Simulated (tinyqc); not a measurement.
Equilibrium crystal shape, supported particles, Gibbs-Thomson effect and coarsening: one step, computed by the program tinyqc. Command: `OMP_NUM_THREADS=1 python tinyqc.py 3022503 3022504 out.jsonl wulff walk`. One thread of a shared host (Intel(R) Xeon(R) Processor @ 2.30GHz), about 0.06 s of CPU time with the checks.

A cubic crystal bounded by {100}, {110} and {111} facets only.

Question. The Wulff shape. Wulff construction: the facet planes lie at distances lambda gamma from the centre, and the shape is the region inside all of them; V = (1/3) sum of area x distance. gamma_mean = sum A gamma / sum A; shape factor eta = A/V^(2/3) (4.836 for a sphere). lambda follows from V = N Omega.

Inputs (values chosen for the exercise, for a model metal): atoms in the particle N = 620.

gamma (J/m^2): (100) 2.420587, (110) 2.666305, (111) 2.338508

Omega = 11.18472 angstrom^3

Constants: e = 1.602176634e-19 C.

Give: area fractions; gamma_mean; shape factor eta; distances of the planes from the centre; surface energy per atom.

Answer.

area fractions: {100} 0.3417, {110} 0.1157, {111} 0.5426

gamma_mean = 2.404 J/m^2

shape factor eta = 5.151

distances of the planes from the centre (nm): {100} 1.118, {110} 1.232, {111} 1.080

surface energy per atom = 0.4534 eV

Present: {100}, {110}, {111}. Caution: below a few thousand atoms edges and corners add to the energy and facets hold few atoms.
